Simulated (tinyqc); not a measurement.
Impurity fraction: valence-band anticrossing with a localised impurity level.

Host valence band EM(k) = al x - c k^2/mM, c = hbar^2/2m0, coupled to a flat level EI by V = C sqrt(x): H = [[EM, V], [V, EI]], E+/- = (EM + EI)/2 +/- sqrt((EM - EI)^2/4 + V^2). The host weight of a state at E is f = 1/(1 + V^2/(E - EI)^2), and its mass at k = 0 is mM/f. The gap is Eg - E+(0), the conduction edge staying at Eg.

Constants: hbar^2/2m0 = 3.80998211 eV angstrom^2.

Parameters, chosen for this exercise (host near GaAs; the results hold for these values, not for the real material): Eg = 1.494 eV (gap at Gamma to the s-like level); mM = 0.48 m0 (mass of the host band); EI = -0.379 eV (impurity level, from the valence top of the host); C = 1.02 eV (coupling); al = 0.9 eV (linear shift of the host edge).

The last column is the bowing that a quadratic law would need at that x, (Eg - gap)/(x (1 - x)), with equal end gaps.

Results:
```
x (%),E- (eV),E+ (eV),gap (eV),host weight of E+,mass of E+,bowing (eV)
0.1,-0.3817,0.0036,1.4904,0.993,0.4834,3.6
0.2,-0.3844,0.0072,1.4868,0.986,0.4867,3.6
0.5,-0.3921,0.0176,1.4764,0.968,0.4959,3.5
1.0,-0.4042,0.0342,1.4598,0.943,0.5093,3.5
2.0,-0.4259,0.0649,1.4291,0.904,0.5307,3.3
3.0,-0.4451,0.0931,1.4009,0.877,0.5472,3.2
8.0,-0.5197,0.2127,1.2813,0.808,0.5941,2.9
```

Give the missing row, x (%) = 5.0.

Computed row:
```
x (%)  E- (eV)  E+ (eV)  gap (eV)  host weight of E+  mass of E+  bowing (eV)
5.0    -0.4784   0.1444    1.3496              0.840      0.5712          3.0
```

The apparent bowing falls from 3.6 to 2.9 eV, so no single constant describes the gap: the part from the coupling goes as x while V is small against |EM - EI| and as sqrt(x) beyond (V = |EI| near x = 13.81 %), with the linear term al x on top; the fall of the gap goes as the power 0.99 of x between the first two rows and 0.82 between the last two. The mass of E+ goes from 0.4834 to 0.5941, higher although the gap falls; with al = 0 the weight tends to 1/2 at large x.

Computed by tinyqc, a small Python program: `OMP_NUM_THREADS=1 python tinyqc.py 1050499 1050500 out.jsonl` (the numbers bound the seed that draws the inputs); one thread of a shared host (Intel(R) Xeon(R) Processor @ 2.30GHz), about 0.01 s for the whole set of steps.
